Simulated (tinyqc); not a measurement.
## Dopant mobility from one pulse

Question. With linear drift and no window, R = Ron x + Roff (1 - x), dx/dt = k i, k = mv Ron/D^2, and so R^2 = R0^2 - 2 k (Roff - Ron) phi after the flux phi. Find x0, k, mv and the charge passed.

Parameters, values chosen for the exercise:

| symbol | value | unit | meaning |
|---|---|---|---|
| Ron | 500 | ohm | resistance of the fully doped film |
| Roff | 10000 | ohm | resistance of the undoped film |
| D | 15 | nm | film thickness |

R before and after a pulse of flux 0.041 V s (ohm): 8290  5986.0662

Answer. R^2 is linear in the flux and R is linear in the charge.

x0 = 0.1800
k = 4.222e4 1/C
mv = 1.900e-14 m^2/(V s)
charge = 5.744 uC

Computed by the program tinyqc: `OMP_NUM_THREADS=1 python tinyqc.py 2880018 2880019 out.jsonl`, one thread of a shared Intel Xeon 2.30GHz, about 0.1 s for the whole run.
